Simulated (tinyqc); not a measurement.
The basis set: RHF and MP2 along a ladder of basis sets, for H4, spin multiplicity 1. Computed by the program tinyqc with PySCF. 

Geometry (angstrom):

| atom | x | y | z |
|---|---|---|---|
| H | 0.0000 | 0.0000 | 0.0000 |
| H | 0.0000 | 0.0000 | 0.7070 |
| H | 0.0000 | 0.9360 | 0.0000 |
| H | 0.0000 | 0.9360 | 0.7070 |

Same geometry throughout; the dipole is taken about the origin.

RHF and frozen-core MP2 in a ladder of bases:

| basis | functions | E(RHF) (hartree) | E(MP2 corr) (hartree) | HOMO (eV) | LUMO (eV) | dipole (debye) |
|---|---|---|---|---|---|---|
| sto-3g | 4 | -1.841490 | -0.033700 | -8.0853 | 11.1595 | 0.0000 |
| 3-21g | 8 | -1.946064 | -0.041612 | -9.5193 | 3.8504 | 0.0000 |
| 6-31g | 8 | -1.955743 | -0.041512 | -9.6256 | 3.4281 | 0.0000 |
| 6-31g** | 20 | -1.975277 | -0.064816 | -9.3923 | 3.5089 | 0.0000 |
| cc-pvdz | 20 | -1.969526 | -0.064087 | -9.4175 | 2.9347 | 0.0000 |
| aug-cc-pvdz | 36 | -1.971106 | -0.066877 | -9.4959 | 1.1964 | 0.0000 |
| cc-pvtz | 56 | -1.982249 | -0.077935 | -9.4799 | 2.5342 | 0.0000 |

From cc-pVDZ to cc-pVTZ the RHF energy falls by 12.7 mhartree and the correlation energy by 13.8. If valence correlation converges as X^-3, (27 E(T) - 8 E(D))/19 gives -0.0838 hartree, a rough estimate from such small X that usually falls short; STO-3G holds about 40 % of it. Beyond STO-3G the LUMO moves by 2.7 eV and the HOMO by 0.2 eV.
